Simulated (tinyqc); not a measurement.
What moves the results: mean-field antiferromagnet of the Hubbard model on the square lattice. A value that a table varies takes the place of the one given here.

e(k) = -2 t (cx + cy) - 4 t2 cx cy, ci = cos ki; one electron a site; Q = (pi, pi). <n_up - n_dn> = m cos(Q.R) gives Delta = U m/2 and bands E = e+ -/+ sqrt(e-^2 + Delta^2), e+- = (e(k) +- e(k + Q))/2 (the constant U/2 is dropped). Means run over the mesh k_i = 2 pi (j + 1/2)/N of the whole zone: mu from mean(f(E-) + f(E+)) = 1; m(out) = mean of Delta (f(E-) - f(E+))/sqrt(e-^2 + Delta^2); free energy per site F = -kT mean[ln(1 + exp(-(E- - mu)/kT)) + ln(1 + exp(-(E+ - mu)/kT))] + mu + U m^2/4. Order at T > 0 in two dimensions is an artefact of mean field.

Constants: kB = 8.617333262e-05 eV/K.

Values chosen for the exercise:
```
symbol  value  unit  meaning
t       0.76   eV    nearest hopping
t2      0      eV    second hopping
T       100    K
U       3.46   eV    on-site repulsion
```

## From weak to strong coupling

Mesh N = 48, start m = 0.9, at most 400 steps; U takes the listed multiples of t. The gap (negative: overlap) is read for that Delta on the unshifted mesh N = 64, which holds the band extrema.

Results:
```
U/t       m  Delta (eV)  gap (eV)  F - F(0) (meV)  J = 4 t^2/U (meV)
1.5   0.253       0.144     0.288           -4.25               2027
2.0   0.376       0.286     0.572          -13.85               1520
3.0   0.566       0.645     1.291          -57.73               1013
4.0   0.691       1.050     2.100         -134.05                760
5.0   0.772       1.468     2.935         -236.61                608
6.0   0.827       1.886     3.773         -358.76                507
8.0   0.893       2.714     5.428         -642.38                380
12.0  0.948       4.324     8.649        -1293.39                253
20.0  0.981       7.452    14.904        -2718.46                152
```

What does this show, and why?

Every row has a moment above 0.02; a gap is open from U/t = 1.5 on. With t2 = 0 the Fermi surface is nested by Q, so at zero temperature and on an infinite mesh any U orders; at small U the finite mesh and kT = 0.011 t can suppress or reduce the moment. At U/t = 20 m has reached 0.981 and the gap is 0.98 U. Mean field leaves out spin fluctuations, which lower m (at large U to about 0.6 on the square and 0.85 on the simple cubic lattice) and the ordering temperature, which is zero in two dimensions.

## Order against temperature

Mesh N = 48, start m = 0.9, at most 400 steps; Delta(50 K) = 1.2801 eV.

Results:
```
T (K)  kT/Delta(50 K)      m  Delta (eV)
740             0.050  0.740      1.2801
2230            0.150  0.739      1.2780
3710            0.250  0.717      1.2411
5200            0.350  0.643      1.1132
6240            0.420  0.540      0.9349
7130            0.480  0.389      0.6724
8020            0.540  0.003      0.0047
8910            0.600  0.000      0.0000
10400           0.700  0.000      0.0000
```

What does this show, and why?

The moment is below 0.02 from 8020 K on (kT/Delta = 0.54); close to the transition 400 steps may not suffice, so a small m in the row before can be unconverged. Weak-coupling theory puts the transition at 0.567 and the atomic limit at 0.5. In two dimensions fluctuations forbid long-range order at any finite T, which mean field misses.

## Mesh

Start m = 0.9, at most 400 steps.

Results:
```
N        m  Delta (eV)
4   0.7612      1.3169
6   0.7406      1.2812
8   0.7402      1.2805
12  0.7399      1.2801
16  0.7399      1.2801
24  0.7399      1.2801
48  0.7399      1.2801
```

What does this show?

m spans 0.7399 to 0.7612; it stays within 0.002 of the last value from N = 6 on. The level spacing across the Fermi surface, about 4 pi t/N, should fall below the larger of Delta = 1.280 eV and kT, a rough rule that asks for N above about 7.5.

## What moves the order

Mesh N = 48, start m = 0.9; the gap (negative: overlap) is read for that Delta on the unshifted mesh N = 64. Each row changes one parameter from the base and keeps the others.

Results:
```
case                 m  Delta (eV)  gap (eV)
base            0.7399      1.2801    2.5602
U = 3.806 eV    0.7729      1.4709    2.9418
t = 0.836 eV    0.7041      1.2181    2.4362
t2 = -0.038 eV  0.7399      1.2801    2.4082
T = 700 K       0.7399      1.2801    2.5602
```

What can be read from the table?

The largest shifts from the base row, up to three for each result and ties (the steps differ in size, so this ranks the rows, not the parameters). m: t -0.0358, U +0.0330; unchanged at the printed digits by t2 and T. Delta (eV): U +0.1908, t -0.0620; unchanged at the printed digits by t2 and T. gap (eV): U +0.3816, t2 -0.1520, t -0.1239; unchanged at the printed digits by T.

(tinyqc, `OMP_NUM_THREADS=1 python tinyqc.py 1680436 1680437 out.jsonl`, Intel(R) Xeon(R) Processor @ 2.30GHz, 1 thread, shared host, about 0.2 s.)
